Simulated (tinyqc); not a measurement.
Inputs raised by 10 %, one at a time: hot carriers by balance equations with a heated Maxwellian. Computed by tinyqc, a small Python program. Command: `OMP_NUM_THREADS=1 python tinyqc.py 3010160 3010161 out.jsonl hot sens`. One thread of a shared host (Intel(R) Xeon(R) Processor @ 2.30GHz), about 0.03 s of CPU time with the checks.

The carriers follow a Maxwellian at an electron temperature T_e, slightly displaced; the drift energy is neglected against k_B T_e. The balance averages the rate, not the time, so mu_0 lies below the relaxation-time value.

Inputs (values chosen for the exercise, modelled on electrons in silicon): effective mass m = 0.319 m_0; density rho = 2329 kg/m^3; sound velocity v_l = 9270 m/s; acoustic deformation potential D_A = 9.7 eV; phonon energy hbar w = 60.2 meV; optical or intervalley deformation potential D_o = 5.3 1e8 eV/cm; final valleys Z_f = 5; lattice temperature T = 300 K; electric field F = 1.6 kV/cm; iteration cap = 300.

Band: parabolic. Solver: Newton.

Constants: k_B = 8.617333262e-05 eV/K; k_B = 1.380649e-23 J/K; e = 1.602176634e-19 C; hbar = 1.054571817e-34 J s; m_0 = 9.1093837015e-31 kg; hbar = 6.582119569e-16 eV s.

Method:
- Parabolic band: E = hbar^2 k^2/(2 m), speed v = hbar k/m, states per spin, volume and energy g(E) = m k/(2 pi^2 hbar^2). Masses are multiplied by m_0 and all formulas are in SI units.
- Phonon occupation N_q = 1/(exp(hbar w/(k_B T)) - 1).
- Acoustic deformation potential (elastic, equipartition, absorption and emission together): 1/tau = 2 pi k_B T D_A^2 g(E)/(hbar rho v_l^2).
- Optical or intervalley deformation potential: 1/tau = (pi Z_f D_o^2/(rho w)) [N_q g(E + hbar w) + (N_q + 1) g(E - hbar w)], with g = 0 below the band edge.
- Averages over the Maxwellian, <y> = int y x^(1/2) exp(-x) dx / int x^(1/2) exp(-x) dx with x = E/(k_B T_e), split at x_0 = hbar w/(k_B T_e): 64 Gauss-Legendre points in sqrt(x) below it and 128 in sqrt(x - x_0) above it, up to x = 32. Momentum balance: mu(T_e) = e/(m nu), nu = <x (sum of rates)>/<x>. Power lost per carrier: P(T_e) = hbar w <emission rate - absorption rate> + <(2 m v_l^2/(k_B T)) (E - 2 k_B T) acoustic rate>.
- Energy relaxation time at weak heating: tau_E = (3/2) k_B / (dP/dT_e), the derivative by a central difference of +/- 0.5 K at T_e = T.
- Newton: h(T_e) = P - e mu F^2, T_new = T_e - h/h', with h' by a central difference of +/- 0.5 K, limited to the range T to 3 T_e.
- Start at T_e = 1.5 T; stop when T_e moves by less than 1e-6 K or exceeds 1e6 K.
- v = mu(T_e) F; warm-carrier coefficient (mu/mu_0 - 1)/F^2.

Runs; columns: (1) input moved; (2) from; (3) to; (4) drift velocity (1e7 cm/s); (5) electron temperature T_e (K); (6) low-field mobility mu_0 (cm^2/(V s)); (7) mobility mu(T_e) (cm^2/(V s)):
```
(1)                                                             (2)     (3)      (4)     (5)     (6)     (7)
base run                                                          -       -  0.16067  307.87  1029.4  1004.2
effective mass m (m_0)                                        0.319  0.3509  0.12757  305.42   811.2   797.3
sound velocity v_l (m/s)                                       9270   10197  0.17582  308.60  1130.5  1098.9
acoustic deformation potential D_A (eV)                         9.7   10.67  0.14547  307.11   928.9   909.2
optical or intervalley deformation potential D_o (1e8 eV/cm)    5.3    5.83  0.14656  305.96   934.3   916.0
lattice temperature T (K)                                       300     330  0.13503  336.22   858.4   843.9
electric field F (kV/cm)                                        1.6    1.76  0.17586  309.45  1029.4   999.2
density rho (kg/m^3)                                           2329  2561.9  0.17586  309.45  1132.4  1099.1
```

Exponents ln(y'/y) / ln(x'/x):
```
input                                             drift velocity  electron temperature T_e  low-field mobility mu_0  mobility mu(T_e)
effective mass m                                          -2.420                    -0.084                   -2.500            -2.420
sound velocity v_l                                         0.946                     0.025                    0.983             0.946
acoustic deformation potential D_A                        -1.042                    -0.026                   -1.078            -1.042
optical or intervalley deformation potential D_o          -0.964                    -0.065                   -1.017            -0.964
lattice temperature T                                     -1.824                     0.924                   -1.906            -1.824
electric field F                                           0.948                     0.054                    0.000            -0.052
density rho                                                0.948                     0.054                    1.000             0.948
```

To which inputs is each result most sensitive?

Among the inputs moved here: drift velocity answers most in size to effective mass m (exponent -2.420), next to lattice temperature T (-1.824). Electron temperature T_e answers most in size to lattice temperature T (exponent +0.924), next to effective mass m (-0.084). Low-field mobility mu_0 answers most in size to effective mass m (exponent -2.500), next to lattice temperature T (-1.906); its exponent is below 0.0005 for electric field F. Its exponent -2.500 in effective mass m: rates scale as m^(3/2) and mu = e tau/m. Mobility mu(T_e) answers most in size to effective mass m (exponent -2.420), next to lattice temperature T (-1.824).

Caution (all rows): the drift energy m v^2/2 is not small against the heating (3/2) k_B (T_e - T), so T_e - T is rough.
